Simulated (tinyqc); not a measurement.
What each parameter does: shallow donor in an anisotropic valley (effective-mass theory).

One valley: H = -c [(d2/dx2 + d2/dy2)/mt + (d2/dz2)/ml] - q/(eps r), c = hbar^2/2m0, q = e^2/(4 pi eps0). Trial function exp(-sqrt((x^2 + y^2)/a^2 + z^2/b^2)) with a > b: T = (c/3)(2/(mt a^2) + 1/(ml b^2)), V = -(q/eps) atan(u/b)/u, u = sqrt(a^2 - b^2). The central cell of the impurity is left out.

Constants: hbar^2/2m0 = 3.80998211 eV angstrom^2; e^2/(4 pi eps0) = 14.39964547 eV angstrom.

Parameters, chosen for this exercise (out of a larger set: near those of a group-V donor in Si; not measured data):

| symbol | value | unit | meaning |
|---|---|---|---|
| ml | 0.881 | m0 | longitudinal mass |
| mt | 0.193 | m0 | transverse mass |
| eps | 11.6 |  | dielectric constant |

The minimum of the trial energy.

One parameter was then changed.

Results before and after:

| case | E (meV) | a (angstrom) | b (angstrom) | b/a |
|---|---|---|---|---|
| base | -30.16 | 24.00 | 14.04 | 0.585 |
| changed | -37.53 | 21.51 | 12.59 | 0.585 |

Which of these changes was made? (a) eps = 10.4; (b) ml = 1.101 m0; (c) mt = 0.174 m0.
Answer: (a) eps = 10.4. Of the candidates, run in turn, only this one gives the changed row.

All candidates:

| case | E (meV) | a (angstrom) | b (angstrom) | b/a |
|---|---|---|---|---|
| base | -30.16 | 24.00 | 14.04 | 0.585 |
| ml = 1.101 m0 | -31.79 | 23.19 | 12.56 | 0.541 |
| mt = 0.174 m0 | -27.88 | 26.19 | 14.78 | 0.564 |
| eps = 10.4 | -37.53 | 21.51 | 12.59 | 0.585 |

eps only rescales the solution (E as 1/eps^2, lengths as eps), so b/a depends on ml/mt alone.

Computed by tinyqc, a small Python program: `OMP_NUM_THREADS=1 python tinyqc.py 1281790 1281791 out.jsonl` (the numbers bound the seed that draws the inputs); one thread of a shared host (Intel(R) Xeon(R) Processor @ 2.30GHz), about 0.01 s for the whole set of steps.
